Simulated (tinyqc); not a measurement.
# Reverse leakage of an n+-p junction: diffusion, generation, trap-assisted and band-to-band tunnelling, step by step

Numbers from tinyqc (`OMP_NUM_THREADS=1 python tinyqc.py 2290049 2290050 out.jsonl`; about 0.01 s on one thread of a shared Intel Xeon 2.30GHz). Printed values are rounded; ~0 in a residual or rate marks an entry under 1e-11 of the largest of its column.

One-sided abrupt junction in the depletion approximation, x from the junction (0) to W on the p side, field F = F0 (1 - x/W). Flat quasi-Fermi levels, long p side. Traps generate through SRH with both lifetimes shortened by 1 + Gamma (Hurkx enhancement, form for moderate fields); band-to-band generation is local and needs a total bending above Eg.

Parameters, values chosen for the exercise; band and dielectric values close to those of gallium arsenide: temperature T = 250 K; band gap Eg = 1.41 eV; relative permittivity eps_r = 13; conduction-band density of states at T Nc = 3.29e17 cm^-3; valence-band density of states at T Nv = 6.91e18 cm^-3; acceptor density of the lighter side Na = 3.6e16 cm^-3; donor density of the heavier side Nd = 5e19 cm^-3; SRH lifetime of both carriers at zero field tau = 8e-6 s; trap level above the intrinsic level Et = 0 eV; tunnelling mass mt = 0.087 m0; electron diffusion coefficient on the lighter side Dn = 3.4 cm^2/s; band-to-band prefactor Ab = 1.9e16 cm^-0.5 V^-2.5 s^-1; band-to-band field constant Bb = 1.59e7 V/cm; reverse bias VR = 2.1 V.

Constants: q = 1.602176634e-19 C, kB = 1.380649e-23 J/K, hbar = 1.054571817e-34 J s, m0 = 9.1093837015e-31 kg, Vt = kB T/q, eps0 = 8.8541878128e-14 F/cm where lengths are in cm. Results are converted to the units shown.

Range of the model: The n+ side is degenerate, so Vbi from Boltzmann statistics is only a guide.

## Field, scales and diffusion current

ni = sqrt(Nc Nv) exp(-Eg/(2 Vt)), Eg in volts; Vbi = Vt ln(Na Nd/ni^2); W = sqrt(2 eps0 eps_r (Vbi + VR)/(q Na)); F0 = 2 (Vbi + VR)/W; FG = sqrt(24 mt m0 (kB T)^3)/(q hbar); J_diff = q ni^2 sqrt(Dn/tau)(1 - exp(-VR/Vt))/Na.

ni = 9250.442 cm^-3
Vbi = 1.404970 V
W = 374.0216 nm
F0 = 187.4207 kV/cm
FG = 165.5229 kV/cm
J_diff = 2.482718e-25 A/cm^2

## Generation rates across the layer

u = (Vbi + VR)(1 - x/W)^2, p = Na exp(-u/Vt), n = Nd exp((u - Vbi - VR)/Vt); G0 = ni^2 (1 - exp(-VR/Vt))/(tau (n + p + 2 ni cosh(Et/Vt))); Gamma = 2 sqrt(3 pi)(F/FG) exp((F/FG)^2); trap-assisted part G0 Gamma; G_bb = Ab F^2.5 exp(-Bb/F) with F in V/cm, zero unless Vbi + VR > Eg. 12 equal steps.

```
point    x (nm)  F (kV/cm)      Gamma  G0 (cm^-3 s^-1)  G0 Gamma (cm^-3 s^-1)  G_bb (cm^-3 s^-1)
0        0.0000   187.4207   25.05706      2.139267e-7            5.360373e-6        4.140404e-8
1       31.1685   171.8023   18.71575         41280.08             7.725878e5       1.489838e-11
2       62.3369   156.1839   14.11282       5.781522e8             8.159360e9       1.122894e-15
3       93.5054   140.5655   10.72480       5.781526e8             6.200570e9                 ~0
4      124.6739   124.9471   8.194126       5.781526e8             4.737455e9                 ~0
5      155.8424   109.3287   6.273504       5.781526e8             3.627043e9                 ~0
6      187.0108    93.7103   4.789567       5.781502e8             2.769089e9                 ~0
7      218.1793    78.0920   3.618939       2.816712e8             1.019351e9                 ~0
8      249.3478    62.4736   2.672212         21071.91               56308.60                 ~0
9      280.5162    46.8552   1.883065         7.744623               14.58363                 ~0
10     311.6847    31.2368   1.200717       0.02726649             0.03273933                 ~0
11     342.8532    15.6184  0.5845349      9.196164e-4            5.375479e-4                  0
12     374.0216     0.0000          0      2.971204e-4                      0                  0
```

## Current components

Each current is q times the trapezoid sum of its rate; J adds J_diff; J_bb under 1e-8 of the sum is given as 0.

J_SRH = 1.584261e-15 A/cm^2
J_TAT = 1.324025e-14 A/cm^2
J_bb = 0 A/cm^2
J = 1.482451e-14 A/cm^2

A fine grid gives J = 1.547e-14 A/cm^2; the coarse sum is 4.2 % below it. On the fine grid the largest part is trap-assisted tunnelling (89.5 %). The simple estimate q ni W/(2 tau cosh(Et/Vt)) is 2.14 times the fine-grid J_SRH of 1.619e-15 A/cm^2, since near both edges n or p is large enough to quench generation.
